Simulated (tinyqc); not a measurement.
Off-state leakage of single and stacked transistors: one step of the calculation.

n-channel devices of unit width. Subthreshold current I(Vg, Vs, Vd) = I0 (T/300 K)^0.5 exp[(Vg - Vs - VT(T) - gb (Vs - Vb) + dd (Vd - Vs))/(nf Vt)] (1 - exp(-(Vd - Vs)/Vt)), VT(T) = VT - cT (T - 300 K). Gate-edge tunnelling Ig (Vd/1 V) exp(ag (Vd - 1 V)), for a gate at 0 V, and band-to-band leakage Ab u exp(-Bb/u), u = Vd - Vb + 1 V, flow at a drain held at V; both are taken as independent of T. In a stack of off transistors (all gates at 0 V) the same subthreshold current passes through each.

Task. Leakage of one transistor. Vg = Vs = 0, Vd = V; effective threshold VT(T) - gb Vb - dd V.

Parameters, values chosen for the exercise; values of the order met in bulk silicon logic transistors: temperature T = 330 K; supply voltage V = 1.2 V; threshold at 300 K, zero drain and body bias VT = 0.27 V; fall of the threshold with temperature cT = 0.9 mV/K; current at threshold at 300 K I0 = 0.73 uA/um; slope factor nf = 1.26; drain-induced lowering per volt dd = 0.04; rise of the threshold per volt of source-body bias gb = 0.22; gate-edge tunnelling current at 1 V Ig = 8e-6 uA/um; exponential slope of the gate current ag = 3.8 1/V; prefactor of band-to-band leakage at the drain Ab = 30 uA/(um V); its exponential voltage Bb = 20 V; body voltage Vb = -0.3 V.

Constants: q = 1.602176634e-19 C, kB = 1.380649e-23 J/K, Vt = kB T/q. Results are converted to the units shown.

Find: effective threshold; parts; total; shares.

Result.

effective threshold = 0.2610 V
parts (nA/um): subthreshold 0.5254, gate edge 0.02053, band-to-band 25.16
total = 25.71 nA/um
shares (%): subthreshold 2.044, gate edge 0.07986, band-to-band 97.88

The band-to-band part is the largest.

Program tinyqc, `OMP_NUM_THREADS=1 python tinyqc.py 2242023 2242024 out.jsonl`; Intel Xeon 2.30GHz, shared host, one thread, about 0.03 s.
